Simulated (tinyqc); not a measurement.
# Germanium share from the critical thickness

Inverse problem. Critical thickness (Matthews-Blakeslee, 60-degree dislocations): h = bv (1 - nu/4)[ln(h/bv) + 1]/(4 pi e_par (1 + nu)), nu = c12/(c11 + c12). e_par = b1 x. Find e_par and x.

Values chosen for this exercise:
```
symbol   value  unit                      meaning
b1      0.0418        lattice mismatch per unit x
c11        164   GPa             elastic constant
c12       63.9   GPa             elastic constant
bv       0.384    nm               Burgers vector
```

critical thickness = 12.534562 nm

Solution. For given h the relation is explicit in the strain.

e_par = 0.7942 %
x = 0.1900

tinyqc, about 0.01 s, one thread, Intel Xeon 2.30GHz (shared host): `OMP_NUM_THREADS=1 python tinyqc.py 2530070 2530071 out.jsonl`
